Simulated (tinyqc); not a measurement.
Quasiparticle equation with a plasmon-pole self-energy for two band edges: sweeps and comparisons. A value that a table varies takes the place of the one given here.

For each edge E = e + X + Sc(E), with the correlation part Sc(E) = A[0]/(E - a + w) + A[1]/(E - b - w); a and b are the valence and conduction energies that enter the Green function (a = ev, b = ec in the one-shot scheme). Z = 1/(1 - dSc/dE), dSc/dE = -A[0]/(E - a + w)^2 - A[1]/(E - b - w)^2.

Inputs chosen for the exercise (scales of the order of those of HfO2; not measured data): ev = 0 eV (mean-field valence top); ec = 4.26 eV (mean-field conduction edge); w = 15 eV (pole energy); Av = (25.8, 9.9) eV^2 (weights of the valence state on the hole and electron poles); Ac = (11.1, 25.8) eV^2 (the same for the conduction state); Xv = -1.92 eV (exchange minus the mean-field potential, valence); Xc = 2.35 eV (the same, conduction).

## Schemes compared

Z = 1; linearised; exact one-shot; energies updated in G (a, b); updated in G and W, where w grows by half of the opening of the gap (a rule chosen for the exercise).

Results (eV):

| scheme | Ev | Ec | gap | opening |
|---|---|---|---|---|
| mean field | 0.000 | 4.260 | 4.260 | 0.000 |
| Z = 1 | -0.714 | 5.466 | 6.180 | 1.920 |
| linearised | -0.626 | 5.314 | 5.940 | 1.680 |
| one-shot, exact | -0.623 | 5.307 | 5.931 | 1.671 |
| update G | -0.670 | 5.416 | 6.086 | 1.826 |
| update G and W | -0.752 | 5.496 | 6.248 | 1.988 |

What can be read from the table?

The openings run from 1.671 (one-shot, exact) to 1.988 eV (update G and W). Linearising moves the gap by 9 meV, updating G +155 meV and updating W a further +162 meV: once Z is kept, the level of self-consistency matters more than linearising.

## The starting point

The mean-field gap is opened by d (ev lowered by d/2, ec raised by d/2) and X is changed by the opposite amounts, so that e + X stays; one-shot and G-updated gaps.

Gaps (eV):

| d | start | one-shot | update G |
|---|---|---|---|
| 0.0 | 4.260 | 5.9308 | 6.0859 |
| 0.2 | 4.460 | 5.9485 | 6.0859 |
| 0.4 | 4.660 | 5.9660 | 6.0859 |
| 0.6 | 4.860 | 5.9832 | 6.0859 |
| 0.9 | 5.160 | 6.0088 | 6.0859 |
| 1.2 | 5.460 | 6.0339 | 6.0859 |
| 1.6 | 5.860 | 6.0667 | 6.0859 |

What does this show, and why?

The one-shot gap moves by a fraction 0.08 of any change of the starting gap, while the updated gap, 6.0859 eV, does not depend on it. The two agree where the start already equals the result, near d = 1.83 eV. A real change of starting point alters the orbitals and the screening too; this model holds both fixed.

## What each parameter does

Exact one-shot edges and Z of the valence state there. Each row changes one parameter from the base and keeps the others.

Results:

| case | Ev (eV) | Ec (eV) | gap (eV) | Z |
|---|---|---|---|---|
| base | -0.6233 | 5.3075 | 5.9308 | 0.8697 |
| w = 15.75 eV | -0.6857 | 5.3729 | 6.0586 | 0.8797 |
| Xv = -2.02 eV | -0.7102 | 5.3075 | 6.0177 | 0.8687 |
| Xc = 2.45 eV | -0.6233 | 5.3937 | 6.0170 | 0.8697 |
| ec = 4.36 eV | -0.6212 | 5.4052 | 6.0263 | 0.8699 |
| Av = (27.09, 9.9) eV^2 | -0.5457 | 5.3075 | 5.8531 | 0.8659 |
| Ac = (11.1, 27.09) eV^2 | -0.6233 | 5.2281 | 5.8515 | 0.8697 |

What can be read from the table?

The largest shifts from the base row, up to three for each result and ties (the steps differ in size, so this ranks the rows, not the parameters). Ev (eV): Xv -0.0869, Av +0.0777, w -0.0624; unchanged at the printed digits by Xc and Ac. Ec (eV): ec +0.0977, Xc +0.0862, Ac -0.0793; unchanged at the printed digits by Xv and Av. gap (eV): w +0.1278, ec +0.0955, Xv +0.0869. Z: w +0.0100, Av -0.0038, Xv -0.0010; unchanged at the printed digits by Xc and Ac.

Program tinyqc; command `OMP_NUM_THREADS=1 python tinyqc.py 1850677 1850678 out.jsonl`; about 0.02 s on one thread of a shared Intel(R) Xeon(R) Processor @ 2.30GHz.
